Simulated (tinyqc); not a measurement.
Crystal pulling from the melt: segregation, interface stability, heat balance and point-defect regime: one step, computed by the program tinyqc.

A dilute solute; steady pulling with a flat interface unless it is found unstable.

Task: Heat balance and the ratio V/G. k_S G_S = k_L G_L + L V; the largest rate for this G_S, with G_L = 0, is k_S G_S/L. Voronkov: the crystal grows vacancy-rich if V/G_S > xi_c and interstitial-rich if below; at fixed G_L the neutral rate solves V = xi_c G_S(V).

Inputs (values chosen for the exercise, modelled on aluminium in silicon):
```
quantity                  value          unit
pull rate V                0.93        mm/min
gradient in the melt G_L     17          K/cm
solid conductivity k_S     23.5       W/(m K)
melt conductivity k_L      64.8       W/(m K)
latent heat per volume L   4240        J/cm^3
critical ratio xi_c        0.15  mm^2/(min K)
```

Give: gradient in the solid G_S; largest rate; V/G_S; neutral pull rate.

Result:

gradient in the solid G_S = 74.843 K/cm

largest rate = 2.4889 mm/min

V/G_S = 0.12426 mm^2/(min K)

neutral pull rate = 1.2809 mm/min

V/G_S is 0.83 xi_c: interstitials survive and can form dislocation loops. Latent heat makes up 37 % of the flux.
